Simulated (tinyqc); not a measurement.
Which single mass stands for the valley: donor in an ellipsoidal valley (Kohn-Luttinger variational method). Computed by tinyqc, a small Python program. Command: `OMP_NUM_THREADS=1 python tinyqc.py 3000869 3000870 out.jsonl kohnlutt walk`. One thread of a shared host (Intel(R) Xeon(R) Processor @ 2.30GHz), about 0.04 s of CPU time with the checks.

H = -(d^2/dx^2 + d^2/dy^2) - gamma d^2/dz^2 - 2/r in units built on m_t, with gamma = m_t/m_l and z along the valley axis. One valley; no valley-orbit or central-cell term.

Inputs (values chosen for the exercise, modelled on germanium): transverse mass m_t = 0.0824 m_0; longitudinal mass m_l = 1.58 m_0; dielectric constant eps = 15.3.

Constants: Ry = 13.605693123 eV; a_0 = 0.529177210903 angstrom.

Method:
- Ry* = Ry m_t/eps^2, a* = a_0 eps/m_t, gamma = m_t/m_l.
- Trial function exp(-sqrt((x^2 + y^2)/a^2 + z^2/b^2)) with beta = b/a < 1: E = t/a^2 - u/a, t = (2 + gamma/beta^2)/3, u = 2 arcsin(sqrt(1 - beta^2))/sqrt(1 - beta^2); the best a is 2 t/u and E(beta) = -u^2/(4 t).
- Golden-section search on beta from 0.05 to 0.999, 60 steps.
- Gaussian basis: g = P exp(-al (x^2 + y^2) - be z^2) with P = 1 (s-like), z (2p0) or x (2p+-); al = 0.004 x 2.6^k, k = 0..11, and be/al = 1, gamma^(-1/2) or 1/gamma (36 functions); 1/r = (2/sqrt(pi)) int exp(-t^2 r^2) dt by 48 Gauss-Legendre points after t = sqrt(al_i + al_j) tan(theta); overlap eigenvalues below 1e-10 are dropped.
- A hydrogenic level is Ry m/eps^2 for one mass m; errors are against the Gaussian basis.

gamma = 0.0521519

1s binding energy, Gaussian basis = 9.99025 meV

1s binding energy, trial function = 9.93649 meV

1s binding energy:
```
rule                                      mass (m_0)  binding (meV)  error (%)
transverse mass                               0.0824          4.789     -52.06
conductivity mass 3/(2/m_t + 1/m_l)           0.1205          7.001     -29.92
density-of-states mass (m_t^2 m_l)^(1/3)      0.2205         12.819      28.31
longitudinal mass                             1.5800         91.832     819.22
trial function with a and b                        -          9.936      -0.54
mass that fits 1s                             0.1719          9.990       0.00
```

What follows from these numbers?

The conductivity mass, which is what a spherical trial function (a = b) gives, falls short by 29.9 %, as a restricted variational bound must; the density-of-states mass is off by +28.3 %. The mass that fits lies between the two.

Extremes, crossings and ranges named in words are read from the listed rows.
